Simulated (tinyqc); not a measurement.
Biaxially strained (001) channel, valley splitting in an inversion layer: two steps of the calculation.

A thin layer grown on a relaxed buffer is stretched in the plane. The two valleys with their long axis along the growth direction (D2) sink against the four in-plane ones (D4); confinement in a triangular well splits them too. Only the lowest subband of each set is kept; one relaxation time, so the weakening of intervalley scattering is left out.

Inputs (values chosen for the exercise); values close to those of silicon on relaxed silicon-germanium:
```
symbol,value,unit,meaning
T,300,K,temperature
x,0.24,,germanium share of the relaxed buffer
b1,0.0418,,lattice mismatch per unit x
c11,169,GPa,elastic constant
c12,65.1,GPa,elastic constant
Xu,8.86,eV,shear deformation potential
ml,0.941,m0,longitudinal mass
mt,0.191,m0,transverse mass
F,1.18,MV/cm,confining field
Ns,2.6e12,cm^-2,inversion density
```

Constants: q = 1.602176634e-19 C, kB = 1.380649e-23 J/K, hbar = 1.054571817e-34 J s, m0 = 9.1093837015e-31 kg, Vt = kB T/q, hbar^2/(2 m0) = 0.0380998212 eV nm^2. Results are converted to the units shown.

Problem 1. Subband edges and densities of states. Levels E(m) = 2.33811 (hbar^2 q^2 F^2/(2 m))^(1/3): E2 = E(ml), E4 = E(mt) + D; N2 = 2 mt kB T/(pi hbar^2), N4 = 4 sqrt(mt ml) kB T/(pi hbar^2).

D = 157.36065 meV

Find: E2; E4; N2; N4.

Solution 1.

E2 = 0.1932 eV
E4 = 0.4860 eV
N2 = 4.125e12 cm^-2
N4 = 1.831e13 cm^-2

Of the gap E4 - E2 = 293 meV, confinement gives 136 meV.

Problem 2. Fermi level by Newton steps. f = N2 ln(1 + exp((EF - E2)/Vt)) + N4 ln(1 + exp((EF - E4)/Vt)) - Ns, f' = [N2/(1 + exp((E2 - EF)/Vt)) + N4/(1 + exp((E4 - EF)/Vt))]/Vt, EF(new) = EF - f/f'.

EF at the start = 0.193 eV
E2 = 0.19315119 eV
E4 = 0.48602263 eV
N2 = 4.1252921e12 cm^-2
N4 = 1.8313140e13 cm^-2

Wanted: f; f'; EF after iteration 1.

Solution 2.

f = 2.4761e11 cm^-2
f' = 7.9562e13 cm^-2/eV
EF after iteration 1 = 0.18989 eV

tinyqc, about 0.02 s, one thread, Intel Xeon 2.30GHz (shared host): `OMP_NUM_THREADS=1 python tinyqc.py 2530053 2530054 out.jsonl`
